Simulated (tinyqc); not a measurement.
## p-type polysilicon, carrier trapping at grain boundaries: effect of the doping

One-dimensional grains of size Lg, uniform ionised doping N, monovalent traps Qt at each boundary at a depth Et below (for electrons) or above (for holes) the band edge there, abrupt depletion of width W on each side of a boundary, Boltzmann statistics. xi is the distance from the band edge at the grain centre to the Fermi level. Trapped charge Qt/(1 + exp((xi + VB - Et)/Vt)) = 2 N W, barrier VB = q N W^2/(2 eps0 eps_r).

If the trap equation with xi = Vt ln(NB/N) has a root W < Lg/2, the grain is partly depleted; otherwise W = Lg/2 and the trap equation gives xi = Et - VB + Vt ln(Qt/(N Lg) - 1). N* = Qt/Lg. n0 = NB exp(-xi/Vt); mean density n0 (1 - 2 W/Lg) by charge balance in a partly depleted grain, and n0 (sqrt(pi)/2) erf(u)/u with u = sqrt(VB/Vt) in a fully depleted one; v = sqrt(kB T/(2 pi ms m0)); barrier resistivity Vt exp(VB/Vt)/(q fe n0 v Lg); grain resistivity (1 - 2 W/Lg)/(q n0 mug); effective mobility 1/(q mean density total resistivity). Rows with xi above 0.45 V, towards mid-gap, are left out, since the other carrier type is ignored.

Parameters, values chosen for the exercise; values of the order met in polycrystalline silicon: temperature T = 300 K; relative permittivity eps_r = 11.7; valence-band density of states at T NB = 2.65e19 cm^-3; grain size Lg = 23 nm; trap density of a grain boundary Qt = 4.8e12 cm^-2; depth of the trap level from the majority band edge at the boundary Et = 0.32 eV; mass for thermionic emission ms = 0.56 m0; correction factor of the emission rate fe = 0.12; mobility inside the grains mug = 76 cm^2/(V s).

Constants: q = 1.602176634e-19 C, kB = 1.380649e-23 J/K, m0 = 9.1093837015e-31 kg, Vt = kB T/q, eps0 = 8.8541878128e-14 F/cm where lengths are in cm. Results are converted to the units shown.

Results:
```
N (cm^-3),N/N*,depleted share 2 W/Lg,VB (V),xi (V),mean density (cm^-3),resistivity (ohm cm),effective mobility (cm^2/(V s))
1e17,0.04792,1.000,0.01023,0.3870,7.358e12,2.897e4,29.28
1.7e17,0.08146,1.000,0.01739,0.3652,1.579e13,1.644e4,24.05
2.7e17,0.1294,1.000,0.02761,0.3417,3.541e13,9811,17.97
7.2e17,0.3450,1.000,0.07363,0.2629,5.234e14,2768,4.308
1.2e18,0.5750,1.000,0.1227,0.1895,7.061e15,1078,0.8204
1.9e18,0.9104,0.9965,0.1929,0.06813,6.734e15,149.1,6.215
3e18,1.438,0.6885,0.1455,0.05632,9.344e17,15.06,0.4435
4.9e18,2.348,0.4256,0.09076,0.04364,2.815e18,1.121,1.979
8e18,3.833,0.2608,0.05566,0.03096,5.913e18,0.1827,5.778
```

Estimate the missing row, N = 4.4e17 cm^-3.

Computed row:
```
N (cm^-3),N/N*,depleted share 2 W/Lg,VB (V),xi (V),mean density (cm^-3),resistivity (ohm cm),effective mobility (cm^2/(V s))
4.4e17,0.2108,1.000,0.04500,0.3091,1.070e14,5457,10.69
```

With this row back in the table: As N goes from 1e17 to 8e18, VB goes from 0.0102 through a maximum of 0.193 (at N = 1.9e18 among the rows listed) to 0.0557 V, the resistivity falls from 29000 to 0.183 ohm cm and the effective mobility moves up and down between 0.444 and 29.3 cm^2/(V s). The steepest fall of the resistivity among the rows, as N^(-5.3), lies between N = 3e18 and 4.9e18 cm^-3; N* = 2.09e18 cm^-3. While the grain is fully depleted VB grows as N; once the traps are full it falls as 1/N. For N = 3e18, 4.9e18, 8e18 xi is under 2.5 Vt, where Boltzmann statistics begin to fail. For N = 1e17, 1.7e17 VB is below Vt, where abrupt depletion and thermionic emission are rough. For N = 1.9e18 the grain is near the changeover between partial and full depletion, within a few Debye lengths, where both limits are rough.

Program tinyqc, `OMP_NUM_THREADS=1 python tinyqc.py 2830307 2830308 out.jsonl`; Intel Xeon 2.30GHz, shared host, one thread, about 0.01 s.
